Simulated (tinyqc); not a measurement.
Solubility, supersaturation, precipitation and gettering of an impurity in a silicon-like host: one step, computed by the program tinyqc. Command: `OMP_NUM_THREADS=1 python tinyqc.py 3026541 3026542 out.jsonl ripen walk`. One thread of a shared host (Intel(R) Xeon(R) Processor @ 2.30GHz), about 0.01 s of CPU time with the checks.

The wafer was saturated at T1 and is then held at T.

Task: Growing precipitates. Growing sinks: with y = r/r_f and y0 = r0/r_f, dy/dt = (1 - y^3)/(3 tau_f y), which integrates to t/tau_f = F(y) - F(y0), F(y) = (1/2) ln[(1 + y + y^2)/(1 - y)^2] - sqrt(3) arctan[(2y + 1)/sqrt(3)]; the share of the excess left is (1 - y^3)/(1 - y0^3), and C(t) = C_eq + (C0 - C_eq) x share.

Inputs (values chosen for the exercise, modelled on chromium in silicon):
```
quantity                      value  unit
temperature of saturation T1   1425     K
anneal temperature T           1105     K
initial sink radius r0           38    nm
anneal time t                  1700     s
```

final radius r_f = 48.50092 nm

tau_f = 1198.112 s

C_eq(T) = 1.127653e+12 1/cm^3

C0 = 8.717984e+14 1/cm^3

Give: radius at t; share of the excess left; C(t) with growing sinks.

Result:

radius at t = 45.98 nm

share of the excess left = 0.2849

C(t) with growing sinks = 2.492e+14 1/cm^3

71.5 % of the excess has precipitated.
